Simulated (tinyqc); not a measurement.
Longitudinal sound in a periodic multilayer: transfer matrices, stop bands and folded phonons. From one set of inputs to another, one input at a time. Computed by tinyqc, a small Python program. Command: `OMP_NUM_THREADS=1 python tinyqc.py 3029374 3029375 out.jsonl multilayer ladder`. One thread of a shared host (Intel(R) Xeon(R) Processor @ 2.30GHz), about 0.02 s of CPU time with the checks.

Layers 1 and 2 repeat with period d = d_1 + d_2; waves travel normal to the layers, without loss. State vector (u, s): displacement u and stress divided by omega. Impedances Z = rho v are in 1e6 kg/(m^2 s).

The inputs printed are set A. Set A is modelled on silica (layer 1), aluminium nitride (layer 2) and silica (substrate); the values taken over come from a set modelled on silica (layer 1), molybdenum (layer 2) and gallium arsenide (substrate). Inputs not listed in the table keep their values of set A, so the rows need not describe a real material.

Inputs (values chosen for the exercise, modelled on silica (layer 1), aluminium nitride (layer 2) and silica (substrate)):
```
quantity            value    unit
density rho_1        2.16  g/cm^3
velocity v_1         5890     m/s
thickness d_1         305      nm
density rho_2        3.26  g/cm^3
velocity v_2        11000     m/s
thickness d_2         562      nm
substrate density    2.18  g/cm^3
substrate velocity   5930     m/s
periods N               8       -
```

Method:
- Z = rho v; interface reflection r = (Z_2 - Z_1)/(Z_2 + Z_1) (stress amplitude, from 1 into 2); Bragg frequency f_B = 1/[2 (d_1/v_1 + d_2/v_2)]; long-wave velocity v_eff = d/sqrt[(d_1/v_1)^2 + (d_2/v_2)^2 + (Z_1/Z_2 + Z_2/Z_1)(d_1/v_1)(d_2/v_2)].
- A layer maps (u, s) by [[cos p, sin p/Z], [-Z sin p, cos p]], p = 2 pi f d_i/v_i; one period is M = M_2 M_1, and cos(q d) = trace(M)/2.
- For N periods A = M^N. A wave comes from a thick layer of material 1 and leaves into the substrate (Z_s): transmitted power T = 4 Z_1 Z_s/|Z_1 A_22 + Z_s A_11 - i (Z_1 Z_s A_12 - A_21)|^2, reflected power R = 1 - T.
- Gap m contains m f_B; its edges, where trace(M)/2 = (-1)^m, are found by root search. Weak-contrast estimate of the width: (4 f_B/pi) |r sin(m pi a)|, a = (d_1/v_1)/(d_1/v_1 + d_2/v_2).

Each row keeps all changes above it:
```
input moved                  from    to  width/f_B (%)  transmitted power at f_B  lower edge (GHz)
set A                           -     -           63.2                 2.563e-07               3.3
substrate density (g/cm^3)   2.18  5.23           63.2                 6.148e-07               3.3
thickness d_1 (nm)            305  8.16            6.3                 5.374e-01               9.1
velocity v_1 (m/s)           5890  5850            6.4                 5.299e-01               9.1
density rho_2 (g/cm^3)       3.26  10.1           19.1                 7.633e-02               7.9
thickness d_2 (nm)            562  8.54          101.0                 8.918e-14              98.9
density rho_1 (g/cm^3)       2.16  2.24           99.9                 1.507e-13             100.5
velocity v_2 (m/s)          11000  6230           91.0                 1.187e-10              98.6
```

Where does the difference come from?

width/f_B goes from 63.2 to 91.0, a factor 1.44 in all. The largest single move comes from thickness d_1 (a factor 0.0995), but it runs against the net change; the largest move in the direction of the net change is thickness d_2 (a factor 5.29). Transmitted power at f_B goes from 2.56e-7 to 1.19e-10, a factor 4.63e-4 in all. The largest single move comes from thickness d_2 (a factor 1.17e-12), and thickness d_1 works against it (a factor 874000). Lower edge goes from 3.32 to 98.6, a factor 29.6 in all. The largest single move comes from thickness d_2 (a factor 12.5). The single moves hold for this order of the switches; the total does not depend on the order.

Caution (rows set A, substrate density, thickness d_2, density rho_1, velocity v_2): so small a transmitted power at f_B holds only for perfect layers and strictly normal incidence.

Extremes, crossings and ranges named in words are read from the listed rows.
